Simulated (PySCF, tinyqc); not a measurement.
Worked calculation: CISD on RHF in the sto-6g basis, for B+, spin multiplicity 1. The lowest restricted solution is unstable here: a spin-polarised one lies 0.0000 hartree lower (PySCF). Computed by tinyqc, a small Python program that keeps every step (integrals from PySCF). Settings: charge = 1, multiplicity = 1, basis = sto-6g, method = RHF, energy threshold = 1e-10, iteration cap = 52, orthogonalisation = canonical, start = atomic densities, DIIS depth = 6, ci = CISD, davidson = 1. Command: `OMP_NUM_THREADS=1 python tinyqc.py 31046 31047 out.jsonl` (the two numbers bound the seeds that draw the settings). One thread of a shared host (Intel(R) Xeon(R) Processor @ 2.60GHz), about 0.09 s of CPU time with the checks. The early iterations of the SCF are left out here.

## One-electron integrals

Geometry (angstrom):
```
atom,x,y,z
B,0.00000,0.00000,0.00000
```

Basis sto-6g: exponents (1/bohr^2) and contraction coefficients of normalised primitives:
```
element,l (shell),exponent,coefficient
B,s (1),506.01115,0.00916
B,s (1),92.77681,0.04936
B,s (1),25.95566,0.16854
B,s (1),8.91645,0.37056
B,s (1),3.46251,0.41649
B,s (1),1.42605,0.13033
B,s (2),23.19458,-0.01325
B,s (2),4.59081,-0.04699
B,s (2),1.42682,-0.03379
B,s (2),0.54895,0.25024
B,s (2),0.23841,0.59512
B,s (2),0.10928,0.24071
B,p (3),23.19458,0.00376
B,p (3),4.59081,0.03768
B,p (3),1.42682,0.17390
B,p (3),0.54895,0.41804
B,p (3),0.23841,0.42586
B,p (3),0.10928,0.10171
```

Overlap, kinetic and nuclear-attraction integrals over the contracted functions; the nuclear repulsion is the sum of Za Zb / Rab.

nuclear repulsion = 0 hartree

overlap S, lower triangle:
```
,1B 1s,1B 2s,1B 2px,1B 2py,1B 2pz
1B 1s,1.00000
1B 2s,0.26489,1.00000
1B 2px,0.00000,0.00000,1.00000
1B 2py,0.00000,0.00000,0.00000,1.00000
1B 2pz,0.00000,0.00000,0.00000,0.00000,1.00000
```

kinetic energy T (hartree), lower triangle:
```
,1B 1s,1B 2s,1B 2px,1B 2py,1B 2pz
1B 1s,10.94724
1B 2s,-0.33388,0.37450
1B 2px,0.00000,0.00000,1.12503
1B 2py,0.00000,0.00000,0.00000,1.12503
1B 2pz,0.00000,0.00000,0.00000,0.00000,1.12503
```

nuclear attraction V (hartree), lower triangle:
```
,1B 1s,1B 2s,1B 2px,1B 2py,1B 2pz
1B 1s,-23.39172
1B 2s,-2.74419,-3.75015
1B 2px,0.00000,0.00000,-3.74998
1B 2py,0.00000,0.00000,0.00000,-3.74998
1B 2pz,0.00000,0.00000,0.00000,0.00000,-3.74998
```

core Hamiltonian H = T + V (hartree), lower triangle:
```
,1B 1s,1B 2s,1B 2px,1B 2py,1B 2pz
1B 1s,-12.44448
1B 2s,-3.07807,-3.37565
1B 2px,0.00000,0.00000,-2.62495
1B 2py,0.00000,0.00000,0.00000,-2.62495
1B 2pz,0.00000,0.00000,0.00000,0.00000,-2.62495
```

## Two-electron integrals

Functions are numbered as in S; the eight-fold symmetry (ij|kl) = (ji|kl) = (kl|ij) leaves the list below.

Two-electron integrals (ij|kl) in chemists' order, unique and non-zero (hartree):
```
i,j,k,l,(ij|kl)
1,1,1,1,2.92499
2,1,1,1,0.48076
2,1,2,1,0.09948
2,2,1,1,0.74345
2,2,2,1,0.18897
2,2,2,2,0.54492
3,1,3,1,0.02110
3,2,3,1,0.03085
3,2,3,2,0.12044
3,3,1,1,0.74345
3,3,2,1,0.18897
3,3,2,2,0.54492
3,3,3,3,0.58711
4,1,4,1,0.02110
4,2,4,1,0.03085
4,2,4,2,0.12044
4,3,4,3,0.03164
4,4,1,1,0.74345
4,4,2,1,0.18897
4,4,2,2,0.54492
4,4,3,3,0.52383
4,4,4,4,0.58711
5,1,5,1,0.02110
5,2,5,1,0.03085
5,2,5,2,0.12044
5,3,5,3,0.03164
5,4,5,4,0.03164
5,5,1,1,0.74345
5,5,2,1,0.18897
5,5,2,2,0.54492
5,5,3,3,0.52383
5,5,4,4,0.52383
5,5,5,5,0.58711
```

## Orthogonalisation

S = U s U^T; canonical form X = U s^(-1/2), so that X^T S X = 1. Each column of U has its largest component positive (the first on a tie).

eigenvalues of S: 0.73511  1.00000  1.00000  1.00000  1.26489

X:
```
,1,2,3,4,5
1B 1s,0.82473,0.00000,0.00000,0.00000,0.62872
1B 2s,-0.82473,0.00000,0.00000,0.00000,0.62872
1B 2px,0.00000,1.00000,0.00000,0.00000,0.00000
1B 2py,0.00000,0.00000,1.00000,0.00000,0.00000
1B 2pz,0.00000,0.00000,0.00000,1.00000,0.00000
```

Within a degenerate level the vectors are fixed only up to a rotation; this is one choice.

## Iteration 3 (converged): orbitals

converged F (hartree), lower triangle:
```
,1B 1s,1B 2s,1B 2px,1B 2py,1B 2pz
1B 1s,-8.08056
1B 2s,-2.23104,-1.40516
1B 2px,0.00000,0.00000,-0.20373
1B 2py,0.00000,0.00000,0.00000,-0.20373
1B 2pz,0.00000,0.00000,0.00000,0.00000,-0.20373
```

Diagonalise F' = X^T F X, C = X C', fill 2 alpha and 2 beta electrons from the bottom; D = 2 C_occ C_occ^T. Each column has its largest component positive (the first on a tie).

F' = X^T F X (hartree), lower triangle:
```
,1,2,3,4,5
1,-3.41694
2,0.00000,-0.20373
3,0.00000,0.00000,-0.20373
4,0.00000,0.00000,0.00000,-0.20373
5,-3.46135,0.00000,0.00000,0.00000,-5.51344
```

orbital energies (hartree): MO1 -8.08178, MO2 -0.84860, MO3 -0.20373, MO4 -0.20373, MO5 -0.20373

coefficients C:
```
,MO1,MO2,MO3,MO4,MO5
1B 1s,0.99635,-0.28767,0.00000,0.00000,0.00000
1B 2s,0.01347,1.03696,0.00000,0.00000,0.00000
1B 2px,0.00000,0.00000,0.99721,-0.06286,0.04024
1B 2py,0.00000,0.00000,0.07463,0.83393,-0.54680
1B 2pz,0.00000,0.00000,0.00081,0.54828,0.83629
```

D after iteration 3, lower triangle:
```
,1B 1s,1B 2s,1B 2px,1B 2py,1B 2pz
1B 1s,2.15092
1B 2s,-0.56976,2.15092
1B 2px,0.00000,0.00000,0.00000
1B 2py,0.00000,0.00000,0.00000,0.00000
1B 2pz,0.00000,0.00000,0.00000,0.00000,0.00000
```

Within a degenerate level the vectors are fixed only up to a rotation; this is one choice.

## Convergence

Stop when the energy changes by less than 1e-10 hartree and every element of the error matrix X^T (F D S - S D F) X is below 3e-06.

Course of the cycle:
```
iteration,E (hartree),change,largest element of the error matrix
1,-20.9806092,-,1.40e-02
2,-24.1905624,-3.21e+00,2.53e-15
3,-24.1905624,0.00000,2.53e-15
```

PySCF RHF in the same basis = -24.1905624 hartree

Converged in 3 iterations.

## Integrals over molecular orbitals

(pq|rs) = sum C_ip C_jq C_kr C_ls (ij|kl), one index at a time.

one-electron integrals over orbitals h = C^T H C (hartree), lower triangle:
```
,1,2,3,4,5
1,-12.43697
2,0.35141,-2.82321
3,0.00000,0.00000,-2.62495
4,0.00000,0.00000,0.00000,-2.62495
5,0.00000,0.00000,0.00000,0.00000,-2.62495
```

Two-electron integrals over orbitals (pq|rs), unique and non-zero (hartree):
```
p,q,r,s,(pq|rs)
1,1,1,1,2.90846
2,1,1,1,-0.33158
2,1,2,1,0.06161
2,2,1,1,0.75417
2,2,2,1,-0.01982
2,2,2,2,0.52788
3,1,3,1,0.02179
3,2,3,1,0.02739
3,2,3,2,0.11285
3,3,1,1,0.74320
3,3,2,1,-0.01097
3,3,2,2,0.53473
3,3,3,3,0.58711
4,1,4,1,0.02179
4,2,4,1,0.02739
4,2,4,2,0.11285
4,3,4,3,0.03164
4,4,1,1,0.74320
4,4,2,1,-0.01097
4,4,2,2,0.53473
4,4,3,3,0.52383
4,4,4,4,0.58711
5,1,5,1,0.02179
5,2,5,1,0.02739
5,2,5,2,0.11285
5,3,5,3,0.03164
5,4,5,4,0.03164
5,5,1,1,0.74320
5,5,2,1,-0.01097
5,5,2,2,0.53473
5,5,3,3,0.52383
5,5,4,4,0.52383
5,5,5,5,0.58711
```

## CISD: determinants and Hamiltonian

Hartree-Fock energy = -24.1905624 hartree

Slater-Condon rules over spin orbitals, with the nuclear repulsion added and E(HF) subtracted on the diagonal. Only determinants linked to the reference directly or through others are kept (one block of an abelian symmetry group), so some states are absent.

Occupation strings over the orbitals (2 doubly, a alpha, b beta, 0 empty; spin orbitals ordered 1a 1b 2a 2b ...): 22000 20200 ab200 20020 ab020 20002 ab002 ba200 02200 ba020 02020 ba002 02002

H - E(HF) between determinants (hartree), lower triangle:
```
,22000,20200,ab200,20020,ab020,20002,ab002,ba200,02200,ba020,02020,ba002,02002
22000,0.00000
20200,0.11285,0.49150
ab200,-0.02739,-0.02951,7.44298
20020,0.11285,0.03164,0.00000,0.49150
ab020,-0.02739,0.00000,0.03164,-0.02951,7.44298
20002,0.11285,0.03164,0.00000,0.03164,0.00000,0.49150
ab002,-0.02739,0.00000,0.03164,0.00000,0.03164,-0.02951,7.44298
ba200,0.02739,0.02951,-0.06161,0.00000,0.00000,0.00000,0.00000,7.44298
02200,0.02179,0.06161,0.28224,0.00000,0.00000,0.00000,0.00000,-0.28224,16.32245
ba020,0.02739,0.00000,0.00000,0.02951,-0.06161,0.00000,0.00000,0.03164,0.00000,7.44298
02020,0.02179,0.00000,0.00000,0.06161,0.28224,0.00000,0.00000,0.00000,0.03164,-0.28224,16.32245
ba002,0.02739,0.00000,0.00000,0.00000,0.00000,0.02951,-0.06161,0.03164,0.00000,0.03164,0.00000,7.44298
02002,0.02179,0.00000,0.00000,0.00000,0.00000,0.06161,0.28224,0.00000,0.03164,0.00000,0.03164,-0.28224,16.32245
```

## CISD: roots

Diagonalise (each vector has its largest component positive (the first on a tie)); all determinants have Ms = 0, so triplets appear too. The lowest singlet root is the correlation energy. The Davidson correction is (1 - c0^2) E_corr, c0 the coefficient of the reference.

lowest roots of this matrix, relative to E(HF) (hartree): -0.06232  0.45935  0.45935  0.61587  7.34972  7.34972  7.44464  7.45520

lowest vectors:
```
,root 1,root 2,root 3,root 4
22000,0.95347,0.00000,0.00000,0.30135
20200,-0.17402,-0.51117,-0.63666,0.55048
ab200,0.00278,-0.00223,-0.00278,0.00363
20020,-0.17402,0.80695,-0.12436,0.55048
ab020,0.00278,0.00353,-0.00054,0.00363
20002,-0.17402,-0.29578,0.76102,0.55048
ab002,0.00278,-0.00129,0.00333,0.00363
ba200,-0.00278,0.00223,0.00278,-0.00363
02200,-0.00071,0.00207,0.00258,-0.00270
ba020,-0.00278,-0.00353,0.00054,-0.00363
02020,-0.00071,-0.00327,0.00050,-0.00270
ba002,-0.00278,0.00129,-0.00333,-0.00363
02002,-0.00071,0.00120,-0.00308,-0.00270
```

<S^2> of these roots: 0.00000  0.00000  0.00000  0.00000  2.00000  2.00000  2.00000  0.00000

weight of the ground state by excitation level 0, 1, 2, ...: 0.90910  0.00000  0.09090

Davidson correction = -0.0056646 hartree

Within a degenerate level the vectors are fixed only up to a rotation; this is one choice.

## The lowest root by the Davidson method

Start from the reference; add the residual divided by (theta - H_ii), orthogonalised, at each step.

Davidson iterations:
```
iteration,subspace,lowest Ritz value (hartree),residual norm
1,1,0,2.10e-01
2,2,-0.0623125,8.66e-03
3,3,-0.0623170,2.21e-04
4,4,-0.0623170,6.89e-16
```
